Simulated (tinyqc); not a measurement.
Double-gate transistor below threshold, two-dimensional Poisson equation on a small mesh: one step of the calculation.

Half of a symmetric double-gate structure: row 0 is the mid-plane of the body, where the normal field vanishes. Mobile charge is neglected (subthreshold), the body is fully depleted, and potentials are counted from the intrinsic level; rows run upward to the gate, columns from source to drain.

Question. Coefficients of the five-point equations. Mesh: rows i = 0..2 in the semiconductor (step hs = tb/2, row 2 on the interface), then 2 step(s) ho = tox/2 up to the gate row 4; columns j = 0..5 (step hy = L/5). Box integration, divided by eps0: up_i = eps hy/h of the interval above row i, dn_i = that of the interval below (0 for row 0), lat_i = (sum of eps h/2 over the intervals above and below)/hy, s_i = -q Na w_i hy/eps0 with w_i the semiconductor height of the box (hs/2 for row 0 and the interface row, hs between, 0 in the insulator). Each free node obeys (up + dn + 2 lat) psi = up psi(above) + dn psi(below) + lat [psi(left) + psi(right)] + s.

Values chosen for this exercise; semiconductor permittivity close to that of silicon:
- eps_r = 11.5 (relative permittivity of the semiconductor)
- eox = 3.9 (relative permittivity of the insulator)
- tb = 8 nm (half the body thickness)
- tox = 2.2 nm (insulator thickness)
- L = 36 nm (channel length)
- Na = 8.7e17 cm^-3 (acceptor density of the depleted body)

Constants: q = 1.602176634e-19 C, eps0 = 8.8541878128e-14 F/cm where lengths are in cm. Results are converted to the units shown.

Find: up; dn; lat; s.

Answer.

```
row     up     dn     lat    s (V)
0    20.70      0   3.194  -0.2267
1    20.70  20.70   6.389  -0.4534
2    25.53  20.70   3.492  -0.2267
3    25.53  25.53  0.5958        0
```

tinyqc, about 0.1 s, one thread, Intel Xeon 2.30GHz (shared host): `OMP_NUM_THREADS=1 python tinyqc.py 2480130 2480131 out.jsonl`
